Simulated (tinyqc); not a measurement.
# Input admittance of a MOSFET at zero drain bias: distributed channel and distributed gate: what changes with what

Source and drain grounded, strong inversion, w = 2 pi f, Cox = eps0 eox/tox. The channel is an RC line of resistance 1/(mu Cox Vo) per square fed from both ends, so one finger has the intrinsic admittance y = i w Cox L tanh(g)/g per width, g = (1/2) sqrt(i w tau), tau = L^2/(mu Vo). The vertical resistance rv/L is in series with y, the overlaps 2 i w Cov in parallel: y_t = 1/(1/y + rv/L) + 2 i w Cov. The gate strip is a line of Rsh/L per length loaded by y_t, so a finger has Y = y_t Wf tanh(k)/k, k = (Wf/sd) sqrt(y_t Rsh/L); the device has Nf Y.

Parameters, values chosen for the exercise; values of the order met in silicon radio-frequency transistors:
- eox = 22.5 (relative permittivity of the gate insulator (close to hafnium oxide))
- tox = 7.5 nm (insulator thickness)
- L = 0.34 um (channel length)
- Wf = 1.7 um (finger width)
- Nf = 1 (number of fingers)
- mu = 410 cm^2/(V s) (channel mobility)
- Vo = 0.66 V (gate overdrive)
- Rsh = 22 ohm/square (sheet resistance of the gate)
- rv = 0 ohm um^2 (vertical resistivity of the gate stack)
- sd = 2 (number of ends at which a finger is contacted)
- Cov = 0.27 fF/um (overlap and fringe capacitance on each side)
- f = 23 GHz (frequency)

Constants: eps0 = 8.8541878128e-14 F/cm where lengths are in cm. Results are converted to the units shown.

Each table varies one quantity; the others keep the values above.

## Input impedance against frequency

Low-frequency limits, with c = Cox L and ct = c + 2 Cov: R_strip = Rsh Wf/(3 sd^2 L Nf), R_ch = (c/ct)^2 L/(12 mu Cox Vo Wf Nf), R_vert = (c/ct)^2 rv/(L Wf Nf), C = ct Wf Nf. Z = 1/(Nf Y) = R + 1/(i w C), Q = |Im Z|/R, far-point signal |1/cosh k|.

The same in every row: low-frequency R (ohm) = 29.81.

Results:

| f (GHz) | w tau | \|k\| | R (ohm) | C (fF) | Q | signal at the far point |
|---|---|---|---|---|---|---|
| 0.2 | 0.005368 | 0.02371 | 29.81 | 16.27 | 1641 | 1.000 |
| 0.6 | 0.01611 | 0.04107 | 29.81 | 16.27 | 546.8 | 1.000 |
| 1 | 0.02684 | 0.05302 | 29.81 | 16.27 | 328.1 | 1.000 |
| 3 | 0.08053 | 0.09184 | 29.81 | 16.27 | 109.4 | 1.000 |
| 8 | 0.2147 | 0.1500 | 29.81 | 16.27 | 41.02 | 0.9998 |
| 20 | 0.5368 | 0.2370 | 29.81 | 16.26 | 16.42 | 0.9986 |
| 100 | 2.684 | 0.5215 | 29.69 | 16.05 | 3.340 | 0.9675 |
| 300 | 8.053 | 0.8177 | 28.87 | 14.60 | 1.258 | 0.8389 |

Estimate the missing row, f = 50 GHz.

Computed row:

| f (GHz) | w tau | \|k\| | R (ohm) | C (fF) | Q | signal at the far point |
|---|---|---|---|---|---|---|
| 50 | 1.342 | 0.3733 | 29.78 | 16.22 | 6.592 | 0.9912 |

With this row back in the table: R falls from 29.8 to 28.9 ohm and C falls from 16.3 to 14.6 fF. Q goes as f^(-1.00) between the first two rows and f^(-0.89) between the last two, where w tau = 8.05 and |k| = 0.818. The low-frequency limits hold both R and C within 5 % up to f = 100 GHz among the rows.

## Effect of the channel length

Same model as above.

Effect of the channel length:

| L (um) | w tau | \|k\| | R (ohm) | low-frequency R (ohm) | C (fF) | Q | signal at the far point |
|---|---|---|---|---|---|---|---|
| 0.03 | 0.004806 | 0.3199 | 104.6 | 104.6 | 2.272 | 29.11 | 0.9991 |
| 0.058 | 0.01797 | 0.2871 | 55.90 | 55.90 | 3.537 | 35.00 | 0.9994 |
| 0.11 | 0.06462 | 0.2689 | 33.68 | 33.68 | 5.884 | 34.92 | 0.9994 |
| 0.22 | 0.2585 | 0.2581 | 26.74 | 26.74 | 10.85 | 23.85 | 0.9990 |
| 0.42 | 0.9421 | 0.2524 | 33.47 | 33.48 | 19.85 | 10.42 | 0.9973 |
| 0.8 | 3.418 | 0.2436 | 55.50 | 55.78 | 36.40 | 3.426 | 0.9920 |
| 1.6 | 13.67 | 0.1951 | 100.7 | 108.3 | 58.81 | 1.169 | 0.9878 |
| 3 | 48.06 | 0.1336 | 124.3 | 202.9 | 55.91 | 0.9957 | 0.9937 |

Read the table: what changes, and by how much?

As L goes from 0.03 to 3, R goes from 105 through a minimum of 26.7 (at L = 0.22 among the rows listed) to 124 ohm, C goes from 2.27 through a maximum of 58.8 (at L = 1.6 among the rows listed) to 55.9 fF and Q goes from 29.1 through a maximum of 35.0 (at L = 0.058 among the rows listed) to 0.996. R_strip falls as 1/L while R_ch grows with L, which gives the minimum of R.

Computed by the program tinyqc: `OMP_NUM_THREADS=1 python tinyqc.py 2262006 2262007 out.jsonl`, one thread of a shared Intel Xeon 2.30GHz, about 0.01 s for the whole run.
